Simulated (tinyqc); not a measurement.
# Worked calculation: resistance of a tapered via with liner, size effect and interface

Program tinyqc, `OMP_NUM_THREADS=1 python tinyqc.py 2750171 2750172 out.jsonl`; Intel Xeon 2.30GHz, shared host, one thread, about 0.01 s. Printed values are rounded.

A round via whose diameter grows from db at the bottom as D(z) = db + 2 z/tan(ang). The fill, of diameter D - 2 tl, starts above the bottom liner (thickness fb tl) and has rho = rho0 (1 + ks lam/(D - 2 tl)); the sidewall liner conducts in parallel with it. The bottom liner and the interface are crossed over the full area pi db^2/4. Spreading in the lines above and below is left out.

Parameters, values chosen for the exercise; fill metal close to tungsten:
- db = 31 nm (diameter at the bottom)
- hv = 74 nm (height)
- ang = 88 degrees (sidewall angle)
- rho0 = 5.15 uohm cm (bulk resistivity of the fill)
- lam = 15.7 nm (mean free path of the fill)
- ks = 1.2 (size-effect factor)
- tl = 3.6 nm (liner on the sidewall)
- fb = 0.5 (liner at the bottom over that on the sidewall)
- rl = 330 uohm cm (resistivity of the liner)
- ri = 1.3e-12 ohm cm^2 (interface resistivity at the bottom)
- Sb = 9.1e14 S/m^2 (ballistic conductance per area, about 3/(4 rho0 lam))

## Slices of the via

Slices between z0 = fb tl and hv, evaluated at their midpoints: conductance per length pi/4 [(D - 2 tl)^2/rho + (D^2 - (D - 2 tl)^2)/rl], slice resistance = slice height over that. 6 slices.

```
slice   z (nm)   D (nm)  rho (uohm cm)  slice resistance (ohm)
0      7.81667  31.5459        9.13531                 2.31782
1        19.85  32.3864        9.00232                 2.13622
2      31.8833  33.2268        8.87793                 1.97456
3      43.9167  34.0672        8.76132                 1.83007
4        55.95  34.9076        8.65178                 1.70046
5      67.9833  35.7481        8.54869                 1.58379
```

## Total resistance

R_fill = sum of the slices; R_bottom = rl fb tl/(pi db^2/4); R_interface = ri/(pi db^2/4); ballistic (Sharvin) limit 1/(Sb pi (db - 2 tl)^2/4); ideal cylinder rho0 hv/(pi db^2/4).

parts (ohm): fill 11.5429, bottom liner 7.86997, interface 0.172238
R = 19.5851 ohm
shares (%): fill 58.9372, bottom liner 40.1834, interface 0.8794
ballistic limit = 2.47010 ohm
ideal cylinder = 5.04924 ohm

The fill is the largest part, and R is 3.88 times the ideal cylinder. With 2000 slices R = 19.589 ohm.
